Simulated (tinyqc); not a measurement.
k.p theory built from an empirical-pseudopotential calculation at Gamma: one step. The mass from the table. Three cases, with inputs chosen for the exercise.

Question. A is the s-like conduction level at Gamma of a pseudopotential calculation, W its squared momentum coupling to multiplet B, and 1/m = 1 + sum_B W/(E_A - E_B). Add the last column, the sum over the higher multiplets and 1; two levels alone means 1 + W/E of multiplet 2 (whose E_B is 0).

Case 1.

Couplings:
```
multiplet B,degeneracy,E_B (eV),W (eV),W/(E_A - E_B)
2,3,0.000000,15.053190,19.588009
4,3,4.364964,0.087817,-0.024417
7,3,11.836470,0.213729,-0.019311
10,3,23.735332,0.433561,-0.018878
12,3,24.003825,0.192695,-0.008293
15,3,35.367833,0.046851,-0.001354
16,3,36.248659,0.000220,-0.000006
19,3,36.936939,0.005086,-0.000141
```

sum over the higher multiplets = -0.001285
E_A = 0.768490 eV

Case 2.

Couplings:
```
multiplet B,degeneracy,E_B (eV),W (eV),W/(E_A - E_B)
2,3,0.000000,21.340017,5.492319
7,3,12.344648,0.035990,-0.004255
11,3,28.952384,0.484201,-0.019316
20,3,45.607729,0.088028,-0.002110
22,3,46.340231,0.093500,-0.002202
25,3,51.801660,0.022395,-0.000467
34,3,84.275983,0.049731,-0.000619
38,3,87.114305,0.034560,-0.000415
```

sum over the higher multiplets = -0.000340
E_A = 3.885429 eV

Case 3.

Couplings:
```
multiplet B,degeneracy,E_B (eV),W (eV),W/(E_A - E_B)
2,3,0.000000,21.463592,5.718270
7,3,12.510982,0.047221,-0.005392
11,3,29.105025,0.492688,-0.019434
20,3,45.827426,0.093668,-0.002226
22,3,46.592443,0.074317,-0.001735
25,3,52.139405,0.021649,-0.000447
34,3,84.673466,0.050063,-0.000619
38,3,87.503349,0.032613,-0.000389
```

sum over the higher multiplets = -0.000322
E_A = 3.753512 eV

Give: 1/m; m; m from two levels.

Answer.

Case 1.

1/m = 20.514
m = 0.0487 m0
m from two levels = 0.0486 m0

Case 2.

1/m = 6.463
m = 0.1547 m0
m from two levels = 0.1540 m0

Case 3.

1/m = 6.688
m = 0.1495 m0
m from two levels = 0.1488 m0

Computed by tinyqc, one run a case: `OMP_NUM_THREADS=1 python tinyqc.py N N+1 out.jsonl` with N = 1050017, 1050096, 1050137; one thread of a shared Intel(R) Xeon(R) Processor @ 2.30GHz, about 10 s a run at most.
